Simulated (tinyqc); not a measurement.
# Double-gate transistor below threshold, two-dimensional Poisson equation on a small mesh: several studies

Half of a symmetric double-gate structure: row 0 is the mid-plane of the body, where the normal field vanishes. Mobile charge is neglected (subthreshold), the body is fully depleted, and potentials are counted from the intrinsic level; rows run upward to the gate, columns from source to drain.

Values chosen for this exercise; semiconductor permittivity close to that of silicon: temperature T = 300 K; relative permittivity of the semiconductor eps_r = 11.9; relative permittivity of the insulator eox = 25; half the body thickness tb = 8 nm; insulator thickness tox = 6.5 nm; channel length L = 35 nm; acceptor density of the depleted body Na = 0 cm^-3; potential of the source Vbi = 0.54 V; gate offset Vfb = 0.05 V; gate voltage Vg = 0 V; drain voltage Vd = 0.7 V.

Constants: q = 1.602176634e-19 C, kB = 1.380649e-23 J/K, Vt = kB T/q, eps0 = 8.8541878128e-14 F/cm where lengths are in cm. Results are converted to the units shown.

Each table varies one quantity; the others keep the values above.

## Choice of the relaxation factor

Mesh: rows i = 0..1 in the semiconductor (step hs = tb/1, row 1 on the interface), then 1 step(s) ho = tox/1 up to the gate row 2; columns j = 0..4 (step hy = L/4). Box integration, divided by eps0: up_i = eps hy/h of the interval above row i, dn_i = that of the interval below (0 for row 0), lat_i = (sum of eps h/2 over the intervals above and below)/hy, s_i = -q Na w_i hy/eps0 with w_i the semiconductor height of the box (hs/2 for row 0 and the interface row, hs between, 0 in the insulator). Each free node obeys (up + dn + 2 lat) psi = up psi(above) + dn psi(below) + lat [psi(left) + psi(right)] + s. Fixed values: gate row Vg - Vfb; column 0 at Vbi and the last column at Vbi + Vd in the semiconductor, each running linearly to Vg - Vfb across the insulator. Sweeps go row by row from row 0, left to right, psi(new) = psi + omega (t - psi) with t the value that solves the node equation for the newest neighbours; free nodes start at zero; stop when the largest change is below 1e-7 V.

Choice of the relaxation factor:

| omega | sweeps |
|---|---|
| 1 | 17 |
| 1.1 | 12 |
| 1.2 | 12 |
| 1.3 | 15 |
| 1.4 | 19 |
| 1.5 | 25 |
| 1.6 | 33 |
| 1.7 | 46 |
| 1.8 | 73 |
| 1.9 | 149 |

What does the comparison show?

Gauss-Seidel (omega = 1) takes 17 sweeps; the fewest, 12, are at omega = 1.1 and 1.2, and omega = 1.9 takes 149. The Jacobi matrix of this mesh has spectral radius rho = 0.6039, so theory puts the best factor at 2/(1 + sqrt(1 - rho^2)) = 1.11.

## Effect of the drain voltage

Mesh: rows i = 0..12 in the semiconductor (step hs = tb/12, row 12 on the interface), then 8 step(s) ho = tox/8 up to the gate row 20; columns j = 0..80 (step hy = L/80). The system is solved directly. On row 0 the minimum of psi and its place come from a parabola through the three lowest nodes; barrier = Vbi - minimum, swing = Vt ln 10/(d psi/dVg), DIBL = (d psi/dVd)/(d psi/dVg) there. Lambda = pi/k with k the smallest positive root of tan(k tox) tan(k tb) = eox/eps_r.

Effect of the drain voltage:

| Vd (V) | L/Lambda | barrier (V) | place y/L | swing (mV/decade) | DIBL (mV/V) |
|---|---|---|---|---|---|
| 0.05 | 1.480 | 0.4355 | 0.4907 | 79.54 | 160.9 |
| 0.25 | 1.480 | 0.4132 | 0.4597 | 79.96 | 139.8 |
| 0.45 | 1.480 | 0.3936 | 0.4352 | 80.69 | 125.6 |
| 0.65 | 1.480 | 0.3759 | 0.4150 | 81.56 | 115.2 |
| 0.85 | 1.480 | 0.3598 | 0.3977 | 82.52 | 107.3 |
| 1.05 | 1.480 | 0.3449 | 0.3825 | 83.55 | 100.9 |

As Vd goes from 0.05 to 1.05 V, the barrier falls from 0.436 to 0.345 V, the swing rises from 79.5 to 83.5 mV a decade and DIBL falls from 161 to 101 mV/V; the ideal swing is 59.5. The barrier top moves from y/L = 0.491 to 0.383, towards the source.

## Effect of the relative permittivity of the insulator

Same model as above.

Effect of the relative permittivity of the insulator:

| eox | L/Lambda | barrier (V) | place y/L | swing (mV/decade) | DIBL (mV/V) |
|---|---|---|---|---|---|
| 3.9 | 0.8016 | 0.1187 | 0.3101 | 157.6 | 394.0 |
| 5.9 | 0.9450 | 0.1875 | 0.3494 | 123.4 | 287.7 |
| 8.8 | 1.093 | 0.2509 | 0.3749 | 104.3 | 214.6 |
| 13 | 1.240 | 0.3046 | 0.3921 | 92.77 | 164.6 |
| 20 | 1.401 | 0.3521 | 0.4053 | 84.71 | 127.1 |
| 30 | 1.542 | 0.3856 | 0.4139 | 79.88 | 103.7 |

Read the table: what changes, and by how much?

As eox goes from 3.9 to 30, the barrier rises from 0.119 to 0.386 V, the swing falls from 158 to 79.9 mV a decade and DIBL falls from 394 to 104 mV/V; the ideal swing is 59.5. L/Lambda goes from 0.80 to 1.5. At eox = 3.9 the barrier is under 6 Vt, so mobile charge, neglected here, begins to count.

tinyqc, about 0.09 s, one thread, Intel Xeon 2.30GHz (shared host): `OMP_NUM_THREADS=1 python tinyqc.py 2480045 2480046 out.jsonl`
